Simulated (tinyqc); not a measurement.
Inside a calculation. Method: tight binding, honeycomb lattice. Computed by tinyqc, a small Python program that keeps every step. Settings: t1 = 1.13, t2 = 0, phi = 1.57, delta = 0, points = 5. Command: `OMP_NUM_THREADS=1 python tinyqc.py 27633 27634 out.jsonl` (the two numbers bound the seeds that draw the settings). One thread of a shared host (Intel(R) Xeon(R) Processor @ 2.60GHz), about 0.01 s of CPU time with the checks.

## Bloch Hamiltonian at k

Parameters chosen for this model:
```
parameter     value                        unit
t1         1.130000                 eV, nearest
t2                0       eV, second neighbours
phi        1.570000  rad, phase of t2 (Haldane)
delta             0          eV, +/- on A and B
```

k point k (fractions of the reciprocal vectors): -0.43000  0.14000

H_AB = -t1 (1 + exp(-i k.a1) + exp(-i k.a2)); H_AA = delta - 2 t2 sum cos(k.b + phi), H_BB = -delta - 2 t2 sum cos(k.b - phi), b = a1, a2 - a1, -a2.

H(k) at k (eV):
```
                   A                  B
A            0.00000  -0.82783+0.38955i
B  -0.82783-0.38955i            0.00000
```

## Levels at k

Diagonalise the Hermitian matrix.

eigenvalues (eV): -0.91491  0.91491

weights |c|^2 of the basis functions:
```
    band 1   band 2
A  0.50000  0.50000
B  0.50000  0.50000
```

## Bloch Hamiltonian at K

k point K (fractions of the reciprocal vectors): 0.33333  0.66667

As before.

H(k) at K (eV):
```
         A        B
A  0.00000  0.00000
B  0.00000  0.00000
```

## Levels at K

As before.

eigenvalues (eV): 0.00000  0.00000

## Bands along a path

The same steps at evenly spaced points between the labelled ones.

Bands along the path (eV):
```
k            band 1   band 2
G          -3.39000  3.39000
G-K 0.33   -2.86126  2.86126
G-K 0.67   -1.52244  1.52244
K                 0        0
K-M 0.33   -0.60126  0.60126
K-M 0.67   -0.99371  0.99371
M          -1.13000  1.13000
M-K' 0.33  -0.99371  0.99371
M-K' 0.67  -0.60126  0.60126
K'                0        0
```

With 1 band(s) filled, the highest filled level on these points lies at K and the lowest empty one at K: the bands touch or overlap, so there is no gap.
